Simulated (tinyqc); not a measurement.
How the errors depend on the field: Haynes-Shockley experiment: drift, diffusion and decay of a minority-carrier pulse. Computed by tinyqc, a small Python program. Command: `OMP_NUM_THREADS=1 python tinyqc.py 3110835 3110836 out.jsonl haynes walk`. One thread of a shared host (Intel(R) Xeon(R) Processor @ 2.30GHz), about 0.01 s of CPU time with the checks.

A thin sheet of excess carriers is made at x = 0, t = 0 in a long uniform bar; injection is low, so the pulse moves with the minority mobility.

Inputs (values chosen for the exercise, modelled on holes in n-type germanium in a lightly doped bar):
```
quantity                       value         unit
minority mobility mu            1730   cm^2/(V s)
lifetime tau                      74  microsecond
temperature T                    250            K
field F                           14         V/cm
distance d to the collector     0.21           cm
injected sheet density N0    2.1e+10       1/cm^2
```

Constants: k_B = 8.617333262e-05 eV/K.

Method:
- D = mu k_B T/e, v = mu F.
- Transit time d/v, diffusion length sqrt(D tau), drift length v tau, Peclet number v d/D = e F d/(k_B T).
- dn(x, t) = N0/sqrt(4 pi D t) exp(-(x - v t)^2/(4 D t) - t/tau).
- At fixed x the signal peaks where d ln(dn)/dt = 0: a t^2 + t/2 - x^2/(4 D) = 0 with a = v^2/(4 D) + 1/tau.
- The full width at half maximum is found by solving dn(x, t) = peak/2 on both sides of the peak.
- With w that width: mu = d/(F t_p); D = (w d)^2/(16 ln2 t_p^3). The field is scaled by the factors listed.

D = 37.2700 cm^2/s

Errors of the simple reading:
```
factor  F (V/cm)   v d/D  v^2 tau/(4 D)  error of mu (%)  error of D (%)
0.5          7.0   68.23             73           2.1607          2.4989
0.7          9.8   95.53            143           1.4021          1.7839
1.0         14.0  136.47            291           0.9070          1.2472
1.5         21.0  204.70            655           0.5660          0.8304
2.5         35.0  341.17           1820           0.3210          0.4975
4.0         56.0  545.88           4659           0.1941          0.3107
7.0         98.0  955.28          14268           0.1082          0.1774
```

What does the comparison show, and why?

The error of mu falls from 2.16 to 0.108 %. For large v d/D it is about D/(v d) + 2 D/(v^2 tau), here 0.108 % in the last row: one part from spreading, one from recombination.

Extremes, crossings and ranges named in words are read from the listed rows.
